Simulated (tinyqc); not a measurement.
Inside a calculation. Method: Pariser-Parr-Pople SCF with singles CI, for the molecule ClC1=C2C=CC=C2C=C1 (SMILES; centres numbered as the heavy atoms are written). Computed by tinyqc, a small Python program that keeps every step. Settings: charge = 0, gamma = MN, start = huckel, damping = 0, iteration cap = 53, excitations kept = 9. Command: `OMP_NUM_THREADS=1 python tinyqc.py 27338 27339 out.jsonl` (the two numbers bound the seeds that draw the settings). One thread of a shared host (Intel(R) Xeon(R) Processor @ 2.60GHz), about 0.02 s of CPU time with the checks.

Centres (angstrom, eV; a flat drawing with bonds scaled to 1.40 angstrom):
```
centre          x          y  core charge z          W   gamma_rr
1Cl     -2.291000  -1.416000              2  26.000000  13.000000
2C      -1.379000  -0.355000              1  11.160000  11.130000
3C       0.017000  -0.469000              1  11.160000  11.130000
4C       1.078000  -1.381000              1  11.160000  11.130000
5C       2.274000  -0.654000              1  11.160000  11.130000
6C       1.952000   0.709000              1  11.160000  11.130000
7C       0.556000   0.823000              1  11.160000  11.130000
8C      -0.505000   1.735000              1  11.160000  11.130000
9C      -1.701000   1.008000              1  11.160000  11.130000
```

Resonance integrals (eV):
```
i  j       beta
1  2  -1.590000
2  3  -2.390000
3  4  -2.390000
4  5  -2.390000
5  6  -2.390000
6  7  -2.390000
7  8  -2.390000
8  9  -2.390000
9  2  -2.390000
7  3  -2.390000
```

Stop when output and input P, before any damping, agree to 1e-7.

Course of the cycle:
```
iteration         E (eV)  largest |P(out) - P(in)|
1          -134.03417413                  9.17e-01
2          -140.91703143                  1.33e-01
3          -141.14767543                  1.77e-02
4          -141.15762034                  6.49e-03
5          -141.15887449                  2.47e-03
6          -141.15909293                  1.42e-03
7          -141.15916071                  1.01e-03
8          -141.15920000                  7.98e-04
9          -141.15923021                  6.76e-04
10         -141.15925523                  6.22e-04
11         -141.15927628                  5.73e-04
...                  ...                       ...
43         -141.15939134                  4.01e-05
44         -141.15939143                  3.69e-05
45         -141.15939150                  3.40e-05
46         -141.15939156                  3.13e-05
47         -141.15939162                  2.88e-05
48         -141.15939166                  2.65e-05
49         -141.15939170                  2.44e-05
50         -141.15939173                  2.25e-05
51         -141.15939176                  2.07e-05
52         -141.15939178                  1.90e-05
53         -141.15939180                  1.75e-05
```

Can the last value be used, and what does the course show?

Not by the stop rule, although the second column moves by less than 1e-07 over the last three steps. Not converged within 53 iterations: the residual falls steadily but slowly, by a factor of about 0.92 a step. Reruns (cap 100 unless said): damping 0.5: not converged; the original settings with a cap of 400: converged in 116 (E = -141.15939).
